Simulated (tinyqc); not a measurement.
Disorder broadening of a semi-elliptic band in the self-consistent Born approximation: two steps of the calculation.

The local Green function is G = g0(z - Sigma) with z = E + i eta and g0(z) = (z - sqrt(z - 2t) sqrt(z + 2t))/(2 t^2), principal roots; the self-energy is Sigma = D G. The density of states is -Im G/pi.

Values chosen for this exercise:

| symbol | value | unit | meaning |
|---|---|---|---|
| t | 1 | eV | hopping |
| D | 1.1 | eV^2 | variance of the random site energy |
| eta | 0.01 | eV | bare broadening |
| E | -1.481 | eV | energy from the band centre |
| mix | 0.5 |  | mixing |

Constants: q = 1.602176634e-19 C, hbar = 1.054571817e-34 J s. Results are converted to the units shown.

Question 1. Born step. G = g0(z - Sigma), Sigma(out) = D G, Sigma(new) = Sigma + mix (Sigma(out) - Sigma).

Sigma after iteration 2 = -0.43418807-0.55903676i eV

Give: G; Sigma(out); Sigma after iteration 3.

Answer 1.

G = -0.3603-0.6285i 1/eV
Sigma(out) = -0.3963-0.6913i eV
Sigma after iteration 3 = -0.4153-0.6252i eV

Question 2. Density of states and lifetime. G = Sigma/D, density of states -Im G/pi, lifetime hbar/(2 |Im Sigma|); without disorder the density of states is -Im g0(z)/pi. Closed form: G = (z - sqrt(z^2 - 4 (t^2 + D)))/(2 (t^2 + D)) with the root that gives Im G < 0; for eta -> 0 a semi-ellipse of half-width 2 sqrt(t^2 + D).

converged Sigma = -0.38632404-0.64987473i eV

Give: density of states; lifetime; density of states without disorder.

Answer 2.

density of states = 0.18806 1/eV
lifetime = 0.50641 fs
density of states without disorder = 0.21234 1/eV

Disorder makes the density of states at this energy 11 % below the clean value.

Range of the model: The self-consistent Born approximation misses band tails from rare fluctuations and localisation.

Numbers from tinyqc (`OMP_NUM_THREADS=1 python tinyqc.py 2720008 2720009 out.jsonl`; about 0.01 s on one thread of a shared Intel Xeon 2.30GHz).
